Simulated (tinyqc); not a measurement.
From results back to parameters: electrons shared among three sets of ellipsoidal valleys. Two cases, with inputs chosen for the exercise.

Problem. An ellipsoidal valley with ml > mt has m_d = (ml mt^2)^(1/3) and 1/m_c = (1/ml + 2/mt)/3.
Find: K = ml/mt; ml; mt.

Method. m_d/m_c = K^(1/3) (2 + 1/K)/3 rises steadily for K > 1, so it fixes K; then mt = m_d/K^(1/3) and ml = K mt.

Case 1.

m_d = 0.305950 m0
m_c = 0.209870 m0

Solution.

K = ml/mt = 8.87
ml = 1.311 m0
mt = 0.1478 m0

Case 2.

m_d = 0.310105 m0
m_c = 0.185348 m0

Solution.

K = ml/mt = 14.25
ml = 1.823 m0
mt = 0.1279 m0

Computed by tinyqc, one run a case: `OMP_NUM_THREADS=1 python tinyqc.py N N+1 out.jsonl` with N = 1681218, 1681240; one thread of a shared Intel(R) Xeon(R) Processor @ 2.30GHz, about 0.02 s a run at most.
